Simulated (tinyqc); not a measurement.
Elastic strain and critical thickness of a cubic alloy layer A(1-x)B(x) on a thick substrate: one step, computed by the program tinyqc. Command: `OMP_NUM_THREADS=1 python tinyqc.py 3001546 3001547 out.jsonl misfit walk`. One thread of a shared host (Intel(R) Xeon(R) Processor @ 2.30GHz), about 0.01 s of CPU time with the checks.

Strain is positive in tension. The layer is coherent with the substrate unless said otherwise.

Problem. Symmetric X-ray reflection. Reflection 004: d = a_perp/sqrt(16), with a_perp = a (1 + e_perp) for the coherent layer, a for the relaxed layer and a_S for the substrate; sin(theta) = lambda/(2 d).

Inputs (values chosen for the exercise, for a model alloy): substrate lattice constant a_S = 5.643 angstrom; X-ray wavelength = 1.540593 angstrom.

Growth plane: (001).

free lattice constant a = 5.6227 angstrom

normal strain e_perp = -0.003477351

Give: Bragg angles; peak separation of the coherent layer.

Solution.

Bragg angles:

| crystal | a_perp (angstrom) | theta (degrees) | from substrate (arcsec) |
|---|---|---|---|
| substrate | 5.643 | 33.09 | 0.0 |
| coherent layer | 5.603 | 33.36 | 957.6 |
| relaxed layer | 5.623 | 33.23 | 485.7 |

peak separation of the coherent layer = 957.6 arcsec
